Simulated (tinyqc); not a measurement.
## p-n diode with diffusion and depletion-layer recombination: effect of the recombination velocity at the n contact

Abrupt junction in the depletion approximation, low injection, full ionisation, neutral widths fixed, ohmic contact on the p side. Vj is the junction voltage; where a series resistance Rs is given, V = Vj + J Rs is the terminal voltage.

ni = sqrt(Nc Nv) exp(-Eg/(2 Vt)), Eg in volts; D = mu Vt; Ln = sqrt(Dn tn), Lp = sqrt(Dp tp); J0n = q ni^2 Dn coth(wp/Ln)/(Ln Na); J0p = (q ni^2 Dp/(Lp Nd)) (s + tanh(wn/Lp))/(1 + s tanh(wn/Lp)), s = Sp Lp/Dp. J_diff = (J0n + J0p)(exp(Vj/Vt) - 1). Vbi = Vt ln(Na Nd/ni^2), W = sqrt(2 eps0 eps_r (Vbi - Vj)(1/Na + 1/Nd)/q), xp = W Nd/(Na + Nd), xn = W Na/(Na + Nd); u(x) = q Na (x + xp)^2/(2 eps0 eps_r) for x < 0 and Vbi - Vj - q Nd (xn - x)^2/(2 eps0 eps_r) for x > 0; p = Na exp(-u/Vt), n = Nd exp((u - Vbi + Vj)/Vt); U = ni^2 (exp(Vj/Vt) - 1)/(tp (n + ni exp(Et/Vt)) + tn (p + ni exp(-Et/Vt))); J_scr = q times the integral of U from -xp to xn. J = J_diff + J_scr.

Parameters, values chosen for the exercise; band and dielectric values close to those of gallium arsenide: temperature T = 450 K; band gap Eg = 1.42 eV; relative permittivity eps_r = 13.1; conduction-band density of states at T Nc = 8.03e17 cm^-3; valence-band density of states at T Nv = 1.62e19 cm^-3; acceptor density Na = 2.2e17 cm^-3; donor density Nd = 4e16 cm^-3; electron mobility in the p side mun = 3100 cm^2/(V s); hole mobility in the n side mup = 300 cm^2/(V s); electron lifetime tn = 1e-9 s; hole lifetime tp = 8e-8 s; neutral width of the p side wp = 99 um; neutral width of the n side wn = 0.65 um; trap level above the intrinsic level Et = -0.01 eV; junction voltage at which recombination is evaluated Vj = 0.87 V.

Constants: q = 1.602176634e-19 C, kB = 1.380649e-23 J/K, Vt = kB T/q, eps0 = 8.8541878128e-14 F/cm where lengths are in cm. Results are converted to the units shown.

The same in every row: J0n (A/cm^2) = 4.104e-10; J_scr (A/cm^2) = 0.07849; wn/Lp = 0.06738.

Result of one run:
```
Sp (cm/s)	J0p (A/cm^2)	J_diff (A/cm^2)	J_scr/J (%)
10000	6.666e-11	2.643	2.884
```

What becomes of these results when the recombination velocity at the n contact Sp is changed from 10000 to 1e6 cm/s, all else the same?

Result of the changed run:
```
Sp (cm/s)	J0p (A/cm^2)	J_diff (A/cm^2)	J_scr/J (%)
1e6	9.903e-10	7.761	1.001
```

The whole series:
```
Sp (cm/s)	J0p (A/cm^2)	J_diff (A/cm^2)	J_scr/J (%)
1	5.288e-12	2.303	3.295
10	5.346e-12	2.303	3.295
100	5.929e-12	2.307	3.291
1000	1.173e-11	2.339	3.247
10000	6.666e-11	2.643	2.884
1e5	4.213e-10	4.608	1.675
1e6	9.903e-10	7.761	1.001
1e7	1.146e-9	8.626	0.9017
```

As Sp goes from 1 to 1e7, J0p rises from 5.29e-12 to 1.15e-9 A/cm^2, J_scr stays at 0.0785 A/cm^2 and its share falls from 3.30 to 0.902 %. J0p crosses its long-base value at Sp = Dp/Lp = 12100 cm/s; with wn/Lp = 0.067 the contact changes it by a factor of 217 over the table.

Numbers from tinyqc (`OMP_NUM_THREADS=1 python tinyqc.py 2260003 2260004 out.jsonl`; about 0.01 s on one thread of a shared Intel Xeon 2.30GHz).
